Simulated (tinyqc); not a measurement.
## Mobility, diffusion coefficient and lifetime from two collectors

Problem. For an injected sheet in a field F the peak time tp at distance L obeys u^2 tp^2 + 2 D tp = L^2 with u^2 = v^2 + 4 D/tau, and the pulse area goes as exp(L (v - u)/(2 D)); v = mu F. Find u, D, mu and tau without using the Einstein relation.

Parameters, values chosen for the exercise: sweep field along the drift F = 11 V/cm.

distances (um): 490  930
peak times (us): 2.98602835  5.79038728
ratio of the areas, far over near = 0.592116627

Solution. The two peak times give two linear equations for u^2 and D; the area ratio gives v - u, and u^2 - v^2 = 4 D/tau gives tau.

u = 1.568e4 cm/s
D = 34.90 cm^2/s
mu = 1350 cm^2/(V s)
tau = 5.500e-6 s

Program tinyqc, `OMP_NUM_THREADS=1 python tinyqc.py 2310014 2310015 out.jsonl`; Intel Xeon 2.30GHz, shared host, one thread, about 0.01 s.
